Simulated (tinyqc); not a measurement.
# From E_1 - E_0 back to quartic constant b

Model: one anharmonic mode: perturbation theory, self-consistent phonons and exact levels. Computed by tinyqc, a small Python program. Command: `OMP_NUM_THREADS=1 python tinyqc.py 3018523 3018524 out.jsonl scp inv`. One thread of a shared host (Intel(R) Xeon(R) Processor @ 2.30GHz), about 0.1 s of CPU time with the checks.

V(x) = k x^2/2 + b x^4 for one coordinate x of mass M. A constant K > 0 gives hbar Omega = sqrt((hbar^2/u) K/M) with K in eV/angstrom^2 and M in u.

Inputs (values chosen for the exercise, for a model mode): mode mass M = 91.7 u; harmonic constant k = 19.1 eV/angstrom^2; temperature T = 100 K.

Shape: single well.

Constants: hbar^2/u = 4.18015928e-03 eV angstrom^2; k_B = 8.617333262e-05 eV/K.

Method. Basis: oscillator states n of the constant |k|, with x = s (a + a+), s^2 = hbar Omega/(2|k|); H = hbar Omega (n + 1/2) + (k - |k|) x^2/2 + b x^4, with exact matrix elements of x^2 and x^4. Exact values use 120 basis states: F = -k_B T ln sum exp(-E_n/(k_B T)), and <x^2> is the Boltzmann mean.

Problem. A run gave the result below. Find the quartic constant b, known to lie between 150 and 270 eV/angstrom^4.

E_1 - E_0 = 30.60192 meV

Solution.

Each step takes the trial c = (a f_b - b f_a)/(f_b - f_a), f being the result less the target and a, b, c the logarithms of the listed values; c replaces end b, the old b replaces a if the sign of f changed, and otherwise f_a is halved.

Scan of the range:
```
quartic constant b (eV/angstrom^4)  E_1 - E_0 (meV)
150                                         30.5129
165                                         30.6069
182                                         30.7122
201                                         30.8284
222                                         30.9551
245                                         31.0918
270                                         31.2380
```

False position (Illinois rule, in the logarithm of the input) inside the bracket:
```
step    end a    end b    trial  E_1 - E_0 (meV)
1     150.000  165.000  164.168          30.6017
2     165.000  164.168  164.200          30.6019
3     165.000  164.200  164.201          30.6019
4     164.200  164.201  164.201          30.6019
```

E_1 - E_0 rises at every point of a 13-point scan of the range (every second point is shown), so one value fits; it is bracketed by 150 and 165. Answer: quartic constant b = 164.2 eV/angstrom^4.
